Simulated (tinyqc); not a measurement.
Shift against diffusion length: interdiffusion of a quantum well during annealing: blurred potential and shift of the confined levels. Computed by tinyqc, a small Python program. Command: `OMP_NUM_THREADS=1 python tinyqc.py 3001132 3001133 out.jsonl qwi walk`. One thread of a shared host (Intel(R) Xeon(R) Processor @ 2.30GHz), about 0.06 s of CPU time with the checks.

A square well of width w is blurred by Fick diffusion with a constant coefficient; band offsets are linear in composition, masses are uniform, and strain and excitons are ignored.

Inputs (values chosen for the exercise, modelled on InGaAs in InP):

| quantity | value | unit |
|---|---|---|
| well width w | 9.3 | nm |
| electron mass m_e | 0.0422 | m_0 |
| hole mass m_h | 0.411 | m_0 |
| conduction offset V_c | 0.22 | eV |
| valence offset V_v | 0.35 | eV |

Constants: hbar^2/(2 m_0) = 3.80998212 eV angstrom^2.

Method:
- Square well, ground state: take the lowest root of k tan(k w/2) = kappa, k^2 = E/c, kappa^2 = (V - E)/c, c = hbar^2/(2m) with hbar^2/(2 m_0) in eV angstrom^2.
- With L = sqrt(D t) and the share at the centre erf(w/(4L)). After the anneal: V(z) = V {1 - (1/2)[erf((w/2 - z)/(2L)) + erf((w/2 + z)/(2L))]}, energies counted from the original well bottom. Finite differences on 3000 points over |z| < w/2 + 6L + 25 nm; shifts are taken against the same grid with cell-averaged square steps.
- First-order estimate for small L: the shift is 2 L^2 V |d(psi^2)/dz| at an edge, with psi the normalised square-well state: psi^2 = cos^2(k z)/(w/2 + 1/kappa) inside, so |d(psi^2)/dz| = k sin(k w)/(w/2 + 1/kappa).

electron level before the anneal = 48.7589 meV

hole level before the anneal = 8.56807 meV

Shifts (meV):

| L/w | L (nm) | share at the centre | electron | hole | sum | first-order sum |
|---|---|---|---|---|---|---|
| 0.02 | 0.186 | 1 | 0.401 | 0.372 | 0.774 | 0.86310 |
| 0.04 | 0.372 | 1 | 1.536 | 1.348 | 2.884 | 3.4524 |
| 0.07 | 0.651 | 1.00000 | 4.447 | 3.931 | 8.378 | 10.573 |
| 0.1 | 0.93 | 0.99959 | 8.66 | 8.365 | 17.025 | 21.578 |
| 0.15 | 1.395 | 0.98158 | 18.101 | 22.248 | 40.349 | 48.549 |
| 0.2 | 1.86 | 0.92290 | 29.453 | 44.663 | 74.116 | 86.310 |
| 0.3 | 2.79 | 0.76141 | 52.231 | 96.447 | 148.678 | 194.20 |
| 0.45 | 4.185 | 0.56794 | 78.534 | 156.858 | 235.392 | 436.95 |
| 0.7 | 6.51 | 0.38649 | 104.757 | 214.209 | 318.966 | 1057.3 |
| 1 | 9.3 | 0.27633 | 121.838 | 249.604 | 371.442 | 2157.8 |

The sum grows as L^1.90 between the first rows (L^2, linear in time, in first order) and as L^0.43 between the last, as it bends towards the limit V_c + V_v less the original levels, 512.7 meV. The first-order form is off by +12 % in the first row and +27 % at L/w = 0.1; it needs L well below the decay length 1/kappa. At L/w = 0.2 the electron level has moved by the larger share of its offset (12.8 % for the hole, 13.4 % for the electron). Caution: the well mass is used in the barriers too; a heavier barrier mass would lower these levels.
